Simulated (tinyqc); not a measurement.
Valley-orbit splitting of a donor ground state, with strain: one step, computed by the program tinyqc. Command: `OMP_NUM_THREADS=1 python tinyqc.py 3000025 3000026 out.jsonl valleyorbit walk`. One thread of a shared host (Intel(R) Xeon(R) Processor @ 2.30GHz), about 0.01 s of CPU time with the checks.

The basis is the 1s envelope in each valley; energies are counted from the unstrained conduction-band edge. The strain is e_s (a a^T - 1/3) for the unit stress axis a, so valley j along n_j moves by Xi_u e_s w_j with w_j = (n_j.a)^2 - 1/3: +1/3 for [111] and [-1-11], -1/3 for the others.

Question. Populations and ionisation. H_jj = -(E_0 + Lambda) + Xi_u e_s w_j; H_jk = -Delta_1 between any two valleys. z = sum over levels of exp(-(E - E_ground)/k_B T), the ground-state share being 1/z; N_c = 2 (2 pi m_e k_B T/h^2)^(3/2) sum_j exp(-(shift_j - lowest shift)/k_B T); n1 = N_c/(2 z) exp(-binding/k_B T), binding = lowest shift - E_ground; without compensation n = 2 N_D/(1 + sqrt(1 + 4 N_D/n1)) (Boltzmann statistics; p and higher states left out).

Inputs (values chosen for the exercise, modelled on donors in germanium):
```
quantity                                     value   unit
single-valley binding energy E_0              9.89    meV
central-cell shift Lambda                     0.42    meV
coupling Delta_1                               1.1    meV
shear deformation potential Xi_u              15.7     eV
shear strain e_s                          -0.00052      -
temperature T                                  200      K
donor density N_D                          4.2e+14  cm^-3
density-of-states mass of one valley m_e      0.22    m_0
```

Valleys: four along <111>. Stress axis: [110].

Constants: k_B = 8.617333262e-05 eV/K; m_0 = 9.1093837015e-31 kg; k_B = 1.380649e-23 J/K; h = 6.62607015e-34 J s.

Give: partition sum z; share of neutral donors in the ground state; N_c; n1; free electrons n.

Answer.

partition sum z = 3.121

share of neutral donors in the ground state = 0.3204

N_c = 4.875e+18 cm^-3

n1 = 3.850e+17 cm^-3

free electrons n = 4.195e+14 cm^-3

Caution: k_B T exceeds a third of E_0, so the p and higher states, left out, hold part of the bound electrons.
